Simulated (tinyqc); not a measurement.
Inside a calculation (part 2 of 2). Method: G0W0 on RHF in the sto-3g basis, for BeH2, spin multiplicity 1. Computed by tinyqc, a small Python program that keeps every step (integrals from PySCF). Command: `OMP_NUM_THREADS=1 python tinyqc.py 24568 24569 out.jsonl` (the two numbers bound the seeds that draw the settings). One thread of a shared host (Intel(R) Xeon(R) Processor @ 2.60GHz), about 0.08 s of CPU time with the checks.

Geometry (angstrom):
```
atom         x          y         z
Be    0.000000   0.000000  0.000000
H     0.000000   1.351000  0.000000
H     0.000000  -1.351000  0.000000
```

## G0W0 on Hartree-Fock: LUMO

orbital energies (hartree): MO1 -4.520541, MO2 -0.454047, MO3 -0.417312, MO4 0.212283, MO5 0.212283, MO6 0.452034, MO7 0.919686

Two-electron integrals over orbitals (pq|rs), unique and non-zero (hartree):
```
(11|11) 2.271518    (21|11) -0.197339   (21|21) 0.026321    (22|11) 0.484779
(22|21) -0.006597   (22|22) 0.396234    (31|31) 0.005910    (32|31) 0.013834
(32|32) 0.164005    (33|11) 0.454746    (33|21) -0.002771   (33|22) 0.409498
(33|33) 0.432698    (41|41) 0.015766    (42|41) 0.015247    (42|42) 0.049200
(43|43) 0.014454    (44|11) 0.569175    (44|21) -0.007954   (44|22) 0.367718
(44|33) 0.354678    (44|44) 0.449859    (51|51) 0.015766    (52|51) 0.015247
(52|52) 0.049200    (53|53) 0.014454    (54|54) 0.024249    (55|11) 0.569175
(55|21) -0.007954   (55|22) 0.367718    (55|33) 0.354678    (55|44) 0.401360
(55|55) 0.449859    (61|11) -0.183135   (61|21) 0.025083    (61|22) -0.006681
(61|33) -0.003971   (61|44) -0.004851   (61|55) -0.004851   (61|61) 0.024121
(62|11) 0.114144    (62|21) -0.006584   (62|22) -0.023664   (62|33) -0.046852
(62|44) 0.053782    (62|55) 0.053782    (62|61) -0.004158   (62|62) 0.078169
(63|31) -0.002369   (63|32) -0.094354   (63|63) 0.083641    (64|41) 0.016361
(64|42) 0.047359    (64|64) 0.050812    (65|51) 0.016361    (65|52) 0.047359
(65|65) 0.050812    (66|11) 0.474995    (66|21) -0.006644   (66|22) 0.395070
(66|33) 0.406121    (66|44) 0.366137    (66|55) 0.366137    (66|61) -0.006144
(66|62) -0.034079   (66|66) 0.410134    (71|31) 0.011062    (71|32) 0.020262
(71|63) -0.001808   (71|71) 0.021097    (72|31) 0.003638    (72|32) -0.043769
(72|63) 0.061293    (72|71) 0.007467    (72|72) 0.056632    (73|11) 0.141285
(73|21) -0.004969   (73|22) -0.005070   (73|33) -0.020518   (73|44) 0.060398
(73|55) 0.060398    (73|61) -0.003367   (73|62) 0.073539    (73|66) -0.025634
(73|73) 0.082856    (74|43) 0.013731    (74|74) 0.016595    (75|53) 0.013731
(75|75) 0.016595    (76|31) 0.011104    (76|32) 0.142589    (76|63) -0.094942
(76|71) 0.016487    (76|72) -0.054922   (76|76) 0.140346    (77|11) 0.574790
(77|21) -0.008912   (77|22) 0.425598    (77|33) 0.444179    (77|44) 0.389955
(77|55) 0.389955    (77|61) -0.008710   (77|62) -0.034819   (77|66) 0.433681
(77|73) -0.009447   (77|77) 0.485716
```

excitation energies w (hartree): 0.657867  0.657867  0.758024  0.758024  0.993629  1.008880  1.502465  1.522178  4.764308  4.764308  5.020596  5.482281

X + Y:
```
            1          2          3          4          5          6          7         8
1>4  0.000000   0.000000  -0.012232   0.000051   0.000000   0.000000   0.000000  0.000000
1>5  0.000000   0.000000  -0.000051  -0.012232   0.000000   0.000000   0.000000  0.000000
1>6  0.000000   0.000000   0.000000   0.000000   0.000000   0.002309   0.000000  0.003369
1>7  0.000000   0.000000   0.000000   0.000000   0.002657   0.000000  -0.005225  0.000000
2>4  0.000000   0.000000   0.937550  -0.003893   0.000000   0.000000   0.000000  0.000000
2>5  0.000000   0.000000   0.003893   0.937550   0.000000   0.000000   0.000000  0.000000
2>6  0.000000   0.000000   0.000000   0.000000   0.000000   0.915629   0.000000  0.198964
2>7  0.000000   0.000000   0.000000   0.000000  -0.254080   0.000000   0.933605  0.000000
3>4  0.943365  -0.259010   0.000000   0.000000   0.000000   0.000000   0.000000  0.000000
3>5  0.259010   0.943365   0.000000   0.000000   0.000000   0.000000   0.000000  0.000000
3>6  0.000000   0.000000   0.000000   0.000000   0.913272   0.000000   0.164373  0.000000
3>7  0.000000   0.000000   0.000000   0.000000   0.000000  -0.296874   0.000000  0.905499

            9        10         11         12
1>4  0.000000  0.996678   0.000000   0.000000
1>5  0.996678  0.000000   0.000000   0.000000
1>6  0.000000  0.000000   0.995204   0.000000
1>7  0.000000  0.000000   0.000000   0.996153
2>4  0.000000  0.001831   0.000000   0.000000
2>5  0.001831  0.000000   0.000000   0.000000
2>6  0.000000  0.000000  -0.000631   0.000000
2>7  0.000000  0.000000   0.000000   0.001465
3>4  0.000000  0.000000   0.000000   0.000000
3>5  0.000000  0.000000   0.000000   0.000000
3>6  0.000000  0.000000   0.000000  -0.000205
3>7  0.000000  0.000000  -0.000791   0.000000
```

W(p,q,m) = sqrt2 sum_ia (pq|ia) (X+Y)_ia,m; Sigma_c(x) = sum_(i,m) W^2/(x - e_i + w_m) + sum_(a,m) W^2/(x - e_a - w_m); solve x = e_p + Sigma_c(x) by Newton steps; Z = 1/(1 - dSigma/dx); 1 hartree = 27.211386 eV.

The 12 largest terms at x = e_p (hartree; W for the signs of X + Y given):
```
q   m          W       term
4   8   0.092454  -0.005615
6   3   0.062510  -0.003916
2   3   0.064971   0.002964
4   6   0.044268  -0.001942
3   1   0.019283   0.000289
7   1   0.018318  -0.000246
6  10   0.023183  -0.000107
2  10   0.021618   0.000086
1   3   0.019943   0.000072
1  10   0.022262   0.000052
3   2  -0.005294   0.000022
7   2  -0.005029  -0.000019
```

Newton steps (hartree):
```
step         x  Sigma_c(x)         Z
0     0.212283   -0.008371  0.988032
1     0.204012   -0.008271  0.988140
2     0.204012   -0.008271  0.988140
```

quasiparticle energy of the LUMO = 5.551447 eV

Hartree-Fock value = 5.776508 eV
